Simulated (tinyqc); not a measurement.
Equilibrium crystal shape, supported particles, Gibbs-Thomson effect and coarsening. Changing the work of adhesion W_a. Computed by tinyqc, a small Python program. Command: `OMP_NUM_THREADS=1 python tinyqc.py 3021178 3021179 out.jsonl wulff sweep`. One thread of a shared host (Intel(R) Xeon(R) Processor @ 2.30GHz), about 0.1 s of CPU time with the checks.

A cubic crystal bounded by {100}, {110} and {111} facets only.

Inputs (values chosen for the exercise, for a model metal): lattice constant a = 4.25 angstrom; first-neighbour bond energy e1 = 0.437 eV; second-neighbour bond energy e2 = 0.09 eV; atoms in the particle N = 810.

Surface energies: broken bonds, fcc.

Constants: 1 eV/angstrom^2 = 16.02176634 J/m^2; e = 1.602176634e-19 C.

Method:
- A cut with normal n breaks sum_R |R.n|/(2 Omega) bonds per area (R over all neighbours of a shell) and makes two surfaces: gamma = sum over shells e_s sum_R |R.n|/(4 Omega). fcc: 12 neighbours a/2 (1,1,0), 6 at a (1,0,0), Omega = a^3/4.
- Wulff construction: the facet planes lie at distances lambda gamma from the centre, and the shape is the region inside all of them; V = (1/3) sum of area x distance. gamma_mean = sum A gamma / sum A; shape factor eta = A/V^(2/3) (4.836 for a sphere). lambda follows from V = N Omega.
- Winterbottom: the particle sits on its largest facet family, {111}, with energy gamma_f; the substrate plane cuts the shape at the distance lambda (gamma_f - W_a) below the centre. Height over that of the free particle at the same lambda = (2 gamma_f - W_a)/(2 gamma_f). An isotropic particle with gamma_mean has cos(theta) = W_a/gamma_mean - 1 (Young-Dupre); a film dewets into particles whenever W_a < 2 gamma.

One run for each value:
```
work of adhesion W_a (J/m^2)  relative height  contact angle theta (degrees)
0.10                                  0.96912                         160.09
0.39                                  0.87958                         140.07
0.67                                  0.79312                         126.84
0.96                                  0.70358                         115.23
1.20                                  0.62948                         106.42
1.50                                  0.53684                          95.94
1.80                                  0.44421                          85.65
2.10                                  0.35158                          75.21
2.40                                  0.25895                          64.24
```

What does the table show, and why?

Over the rows, relative height falls from 0.969 to 0.259; contact angle theta (degrees) falls from 160 to 64.2. The height and cos(theta) are both linear in W_a: adhesion sinks the particle into the substrate plane.

Caution (all rows): below a few thousand atoms edges and corners add to the energy and facets hold few atoms.

Extremes, crossings and ranges named in words are read from the listed rows.
